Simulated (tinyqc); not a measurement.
Floating body of a partially depleted SOI transistor: body voltage and kink: one step of the calculation.

Source at 0 V. Channel current Ic = 2 nf K Vt^2 [F(0) - F(Vd)](1 + la Vd), F(V) = ln^2(1 + exp((Vg - VT - nf V)/(2 nf Vt))), VT = VT0 - gb Vb. Saturation voltage Vs = 2 Vt sqrt(F(0)) + 3 Vt, excess Ve = (Vd - Vs + sqrt((Vd - Vs)^2 + 0.0004 V^2))/2, multiplication M1 = Ai Ve exp(-Bl/Ve). Each junction passes D(v) = J1 (exp(v/Vt) - 1) + J2 (exp(v/(2 Vt)) - 1). Bipolar current Ib = bb J1 (exp(Vb/Vt) - 1). The body settles where M1 (Ic + Ib) = D(Vb) + D(Vb - Vd) + Vb/Rb; drain current Id = (1 + M1)(Ic + Ib) - D(Vb - Vd).

Task. New Vb. Current into the body I_in = M1 (Ic + Ib) - D(Vb - Vd), current out I_out = D(Vb) + Vb/Rb; f = ln(I_in/I_out), s = df/dVb by central differences over 1e-5 V, Vb(new) = Vb - f/s.

Parameters, values chosen for the exercise; values of the order met in partially depleted silicon-on-insulator transistors:
- T = 398 K (temperature)
- VT0 = 0.49 V (threshold at zero body voltage)
- gb = 0.34 (fall of the threshold per volt of body voltage)
- nf = 1.38 (slope factor)
- K = 230 uA/(V^2 um) (gain factor per width)
- la = 0.08 1/V (channel-length modulation factor)
- Ai = 1.21 1/V (impact-ionisation prefactor)
- Bl = 6.3 V (impact-ionisation voltage)
- J1 = 2.1e-9 uA/um (diffusion saturation current of each junction)
- J2 = 5.6e-7 uA/um (recombination saturation current of each junction)
- bb = 3 (gain of the lateral bipolar transistor on the diffusion current)
- Rb = 5000 kohm um (resistance of a weak body tie to the source (1e9 stands for no tie, and the term is then dropped))
- Vg = 1.03 V (gate voltage)
- Vd = 1.6 V (drain voltage)

Constants: q = 1.602176634e-19 C, kB = 1.380649e-23 J/K, Vt = kB T/q. Results are converted to the units shown.

Vb after iteration 1 = 0.46581074 V

Give: Ic; Ve; M1; I_in; I_out; f; s; Vb after iteration 2.

Result.

Ic = 45.85 uA/um
Ve = 0.9911 V
M1 = 0.002081
I_in = 0.09543 uA/um
I_out = 0.09532 uA/um
f = 0.001168
s = -3.534 1/V
Vb after iteration 2 = 0.4661 V

Range of the model: The multiplication law is an empirical form chosen for the exercise; self-heating and capacitive coupling to the body are left out, and the linear laws are rough once Vb passes about 0.7 V or M1 about 0.1.

Program tinyqc, `OMP_NUM_THREADS=1 python tinyqc.py 2182213 2182214 out.jsonl`; Intel Xeon 2.30GHz, shared host, one thread, about 0.2 s.
